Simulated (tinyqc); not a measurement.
# Undoped gate-all-around wire MOSFET, analytic charge model: two studies

An undoped round wire of radius R under an insulator shell and a surrounding gate; long channel, electrons only, n = ni exp((psi - V)/Vt) with V the quasi-Fermi potential (0 at the source, Vd at the drain), constant mobility, no quantisation. The radial Poisson equation gives n(r) = n(0)/(1 - (1 - b) r^2/R^2)^2 with b = Q0/(Q + Q0). Q is the electron charge per area of the wire surface.

Parameters, values chosen for the exercise; material values those of a made-up semiconductor: temperature T = 250 K; band gap Eg = 0.871 eV; relative permittivity of the semiconductor eps_r = 8.82; conduction-band density of states at T Nc = 1.96e19 cm^-3; valence-band density of states at T Nv = 1.92e19 cm^-3; relative permittivity of the gate insulator eox = 22.9; insulator thickness tox = 5.2 nm; wire radius R = 6 nm; gate work function less that of the intrinsic body dphi = 0.06 V; channel mobility mu = 190 cm^2/(V s); gate length L = 0.1 um; drain voltage Vd = 0.5 V.

Constants: q = 1.602176634e-19 C, kB = 1.380649e-23 J/K, Vt = kB T/q, eps0 = 8.8541878128e-14 F/cm where lengths are in cm. Results are converted to the units shown.

Each table varies one quantity; the others keep the values above.

## Effect of the insulator thickness

ni = sqrt(Nc Nv) exp(-Eg/(2 Vt)), Eg in volts; Cox = eps0 eox/(R ln(1 + tox/R)); Q0 = 4 eps0 eps_r Vt/R; V0 = dphi + Vt ln[8 eps0 eps_r Vt/(q ni R^2)]. Q solves Vg - V0 - V = Q/Cox + Vt ln(Q/Q0) + Vt ln(1 + Q/Q0). I = mu (2 pi R/L)[2 Vt (Qs - Qd) + (Qs^2 - Qd^2)/(2 Cox) + Vt Q0 ln((Qd + Q0)/(Qs + Q0))], with Qs at V = 0 and Qd at V = Vd.  I(low) is taken at Vg = 0.2 V, Qs and I(high) at Vg = 0.95 V.

The same in every row: V0 (V) = 0.4499.

Effect of the insulator thickness:

| tox (nm) | I(low) (nA) | Qs(high) (nC/cm^2) | I(high) (uA) |
|---|---|---|---|
| 1.7 | 0.001589 | 4600 | 69.38 |
| 2.5 | 0.001588 | 3417 | 52.94 |
| 3.6 | 0.001588 | 2614 | 41.44 |
| 5.2 | 0.001588 | 2026 | 32.80 |
| 7.5 | 0.001588 | 1601 | 26.39 |
| 11 | 0.001588 | 1277 | 21.40 |
| 16 | 0.001588 | 1045 | 17.76 |

As tox goes from 1.7 to 16 nm, I(low) stays near 0.00159 nA and I(high) falls from 69.4 to 17.8 uA. On average I(low) is independent of tox and I(high) goes as tox^(-0.61). Below threshold no voltage drops over the insulator in this long-channel model, so its thickness does not matter there. In every row the surface density at the source at the higher gate voltage passes 0.3 Nc, where Boltzmann statistics fail. In every row mu V/L at the higher gate voltage, with V the smaller of Vd and Vg - V0, passes 3e6 cm/s, so velocity saturation would lower the current. In every row the body is thin enough for quantum confinement, left out here, to raise the threshold.

## Effect of the gate work function less that of the intrinsic body

Same model as above.

Effect of the gate work function less that of the intrinsic body:

| dphi (V) | V0 (V) | I(low) (nA) | Qs(high) (nC/cm^2) | I(high) (uA) |
|---|---|---|---|---|
| -0.09 | 0.2999 | 1.663 | 2767 | 56.12 |
| -0.04 | 0.3499 | 0.1646 | 2518 | 47.98 |
| 0.01 | 0.3999 | 0.01618 | 2271 | 40.16 |
| 0.06 | 0.4499 | 0.001588 | 2026 | 32.80 |
| 0.11 | 0.4999 | 1.560e-4 | 1785 | 26.07 |
| 0.16 | 0.5499 | 1.531e-5 | 1546 | 20.12 |
| 0.21 | 0.5999 | 1.504e-6 | 1312 | 15.00 |

As dphi goes from -0.09 to 0.21 V, I(low) falls from 1.66 to 1.50e-6 nA and I(high) falls from 56.1 to 15.0 uA. V0 rises from 0.300 to 0.600 V. In every row the surface density at the source at the higher gate voltage passes 0.3 Nc, where Boltzmann statistics fail. In every row mu V/L at the higher gate voltage, with V the smaller of Vd and Vg - V0, passes 3e6 cm/s, so velocity saturation would lower the current. In every row the body is thin enough for quantum confinement, left out here, to raise the threshold.

Program tinyqc, `OMP_NUM_THREADS=1 python tinyqc.py 2460116 2460117 out.jsonl`; Intel Xeon 2.30GHz, shared host, one thread, about 0.03 s.
